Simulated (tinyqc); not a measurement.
Vibrations of a mass or spring defect in a linear chain: one step, computed by the program tinyqc.

A ring of N atoms with nearest-neighbour springs k and motion along the chain. Atom 1 is the defect, of mass M', and its two springs are k'. Odd sites are A (the defect replaces an A atom), even sites B.

Task: Frequencies of the ring. Diagonalise D and leave out the zero eigenvalue of the uniform shift. nu = 15.6333042 THz x sqrt(lambda), lambda in eV/(angstrom^2 u).

Host: diatomic.

D (eV/(angstrom^2 u)):
```
             1           2           3           4           5           6           7           8
1    0.4791837  -0.0663987   0.0000000   0.0000000   0.0000000   0.0000000   0.0000000   0.0000000
2   -0.0663987   0.0368025  -0.0359022   0.0000000   0.0000000   0.0000000   0.0000000   0.0000000
3    0.0000000  -0.0359022   0.1400955  -0.0359022   0.0000000   0.0000000   0.0000000   0.0000000
4    0.0000000   0.0000000  -0.0359022   0.0368025  -0.0359022   0.0000000   0.0000000   0.0000000
5    0.0000000   0.0000000   0.0000000  -0.0359022   0.1400955  -0.0359022   0.0000000   0.0000000
6    0.0000000   0.0000000   0.0000000   0.0000000  -0.0359022   0.0368025  -0.0359022   0.0000000
7    0.0000000   0.0000000   0.0000000   0.0000000   0.0000000  -0.0359022   0.1400955  -0.0359022
8    0.0000000   0.0000000   0.0000000   0.0000000   0.0000000   0.0000000  -0.0359022   0.0368025
9    0.0000000   0.0000000   0.0000000   0.0000000   0.0000000   0.0000000   0.0000000  -0.0359022
10  -0.0663987   0.0000000   0.0000000   0.0000000   0.0000000   0.0000000   0.0000000   0.0000000

             9          10
1    0.0000000  -0.0663987
2    0.0000000   0.0000000
3    0.0000000   0.0000000
4    0.0000000   0.0000000
5    0.0000000   0.0000000
6    0.0000000   0.0000000
7    0.0000000   0.0000000
8   -0.0359022   0.0000000
9    0.1400955  -0.0359022
10  -0.0359022   0.0368025
```

Constants: nu for 1 eV/(angstrom^2 u) = 15.6333042 THz.

Give: nonzero frequencies.

Result:

nonzero frequencies (THz): 1.62  1.66  2.81  2.82  5.95  6.13  6.37  6.52  11.04
